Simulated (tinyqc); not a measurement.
Read current of a NAND string, cells in series solved by shooting: one step of the calculation.

Cells in series, numbered from 0 at the source line (0 V) to the bit line, each followed by a gap resistance Rg. A cell with gate Vg, threshold VT, source Vs and drain Vd passes I = 2 nf K Vt^2 [F(Vs) - F(Vd)]/(1 + th max(Vg - VT, 0)), F(V) = ln^2(1 + exp((Vg - VT - nf V)/(2 nf Vt))). The selected cell has Vg = Vr, the others Vg = Vp.

Problem. Node voltages for a trial current. For a trial current I start at 0 V and, cell by cell (the selected one is cell 1), solve for the drain: sqrt(F(Vd)) = sqrt(F(Vs) - I/k), k = 2 nf K Vt^2/(1 + th max(Vg - VT, 0)), Vd = [Vg - VT - 2 nf Vt ln(exp(sqrt F) - 1)]/nf, then add I Rg.

Inputs (values chosen for the exercise); values of the order met in vertical NAND strings: temperature T = 300 K; gain factor of a cell K = 3.4 uA/V^2; slope factor nf = 2.5; mobility reduction factor th = 0.08 1/V; resistance of the gap between cells Rg = 15 kohm; bit-line voltage Vbl = 0.3 V; pass voltage Vp = 8 V; read voltage on the selected word line Vr = 2.32 V.

Constants: q = 1.602176634e-19 C, kB = 1.380649e-23 J/K, Vt = kB T/q. Results are converted to the units shown.

first trial current = 0.14 uA
thresholds from the source end, cell 0 to 4 (V): -1.4  1.7  3.7  3.7  -1.4

Give: node voltage after each cell and gap, trial 1.

Solution.

node voltage after each cell and gap, trial 1, cell 0 to 4 (V): 0.009782  0.1033  0.1192  0.1352  0.1452

tinyqc, about 0.2 s, one thread, Intel Xeon 2.30GHz (shared host): `OMP_NUM_THREADS=1 python tinyqc.py 2142110 2142111 out.jsonl`
